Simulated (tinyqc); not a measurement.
Inside a calculation. Method: coupled-perturbed Hartree-Fock on RHF in the 6-311g basis, for He, spin multiplicity 1. The polarisability along this axis is zero because the basis has no function that the field can mix in; the real value is not. One step of it, computed by the program tinyqc.

Question. Orthogonalisation. S = U s U^T; canonical form X = U s^(-1/2), so that X^T S X = 1. Each column of U has its largest component positive (the first on a tie).

overlap S, lower triangle:
```
,1He 1s,1He 2s,1He 3s
1He 1s,1.000000
1He 2s,0.680472,1.000000
1He 3s,0.328596,0.751574,1.000000
```

Give: eigenvalues of S; X.

Answer.

eigenvalues of S: 0.1357  0.6734  2.1908

X:
```
,1,2,3
1He 1s,-1.1020,0.9132,0.3534
1He 2s,2.0642,-0.0493,0.4379
1He 3s,-1.3760,-0.8053,0.3739
```
